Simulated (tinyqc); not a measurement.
Floating body of a partially depleted SOI transistor: body voltage and kink: one step of the calculation.

Source at 0 V. Channel current Ic = 2 nf K Vt^2 [F(0) - F(Vd)](1 + la Vd), F(V) = ln^2(1 + exp((Vg - VT - nf V)/(2 nf Vt))), VT = VT0 - gb Vb. Saturation voltage Vs = 2 Vt sqrt(F(0)) + 3 Vt, excess Ve = (Vd - Vs + sqrt((Vd - Vs)^2 + 0.0004 V^2))/2, multiplication M1 = Ai Ve exp(-Bl/Ve). Each junction passes D(v) = J1 (exp(v/Vt) - 1) + J2 (exp(v/(2 Vt)) - 1). Bipolar current Ib = bb J1 (exp(Vb/Vt) - 1). The body settles where M1 (Ic + Ib) = D(Vb) + D(Vb - Vd) + Vb/Rb; drain current Id = (1 + M1)(Ic + Ib) - D(Vb - Vd).

Problem. Drain current with floating and with grounded body. Id and VT at the converged Vb, Id at Vb = 0, their ratio, and the bipolar share Ib/(Ic + Ib).

Values chosen for this exercise; values of the order met in partially depleted silicon-on-insulator transistors:
```
symbol,value,unit,meaning
T,330,K,temperature
VT0,0.33,V,threshold at zero body voltage
gb,0.21,,fall of the threshold per volt of body voltage
nf,1.2,,slope factor
K,190,uA/(V^2 um),gain factor per width
la,0.05,1/V,channel-length modulation factor
Ai,2.05,1/V,impact-ionisation prefactor
Bl,8.5,V,impact-ionisation voltage
J1,1.4e-12,uA/um,diffusion saturation current of each junction
J2,3.5e-9,uA/um,recombination saturation current of each junction
bb,1,,gain of the lateral bipolar transistor on the diffusion current
Rb,1e9,kohm um,"resistance of a weak body tie to the source (1e9 stands for no tie, and the term is then dropped)"
Vg,0.62,V,gate voltage
Vd,1.3,V,drain voltage
```

Constants: q = 1.602176634e-19 C, kB = 1.380649e-23 J/K, Vt = kB T/q. Results are converted to the units shown.

converged Vb = 0.58852762 V

Find: VT; Id, floating; Id, grounded; ratio; bipolar share.

Solution.

VT = 0.20641 V
Id, floating = 14.436 uA/um
Id, grounded = 7.1403 uA/um
ratio = 2.0218
bipolar share = 9.4351e-3 %

The body rises to 0.589 V and lowers the threshold by 124 mV.

Range of the model: The multiplication law is an empirical form chosen for the exercise; self-heating and capacitive coupling to the body are left out, and the linear laws are rough once Vb passes about 0.7 V or M1 about 0.1.

Numbers from tinyqc (`OMP_NUM_THREADS=1 python tinyqc.py 2182166 2182167 out.jsonl`; about 0.2 s on one thread of a shared Intel Xeon 2.30GHz).
